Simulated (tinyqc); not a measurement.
Vibrations of a mass or spring defect in a linear chain: one step, computed by the program tinyqc.

A ring of N atoms with nearest-neighbour springs k and motion along the chain. Atom 1 is the defect, of mass M', and its two springs are k'. All other atoms have the mass M.

Task: Frequencies of the ring. Diagonalise D and leave out the zero eigenvalue of the uniform shift. nu = 15.6333042 THz x sqrt(lambda), lambda in eV/(angstrom^2 u).

Host: monatomic.

D (eV/(angstrom^2 u)):
$$\begin{pmatrix}
0.0790361 & -0.0749081 & 0.0000000 & 0.0000000 & 0.0000000 & -0.0749081 \\
-0.0749081 & 0.2839827 & -0.1419913 & 0.0000000 & 0.0000000 & 0.0000000 \\
0.0000000 & -0.1419913 & 0.2839827 & -0.1419913 & 0.0000000 & 0.0000000 \\
0.0000000 & 0.0000000 & -0.1419913 & 0.2839827 & -0.1419913 & 0.0000000 \\
0.0000000 & 0.0000000 & 0.0000000 & -0.1419913 & 0.2839827 & -0.1419913 \\
-0.0749081 & 0.0000000 & 0.0000000 & 0.0000000 & -0.1419913 & 0.2839827
\end{pmatrix}$$

Constants: nu for 1 eV/(angstrom^2 u) = 15.6333042 THz.

Give: nonzero frequencies.

Result:

nonzero frequencies (THz): [4.456, 5.891, 8.779, 10.203, 11.428]
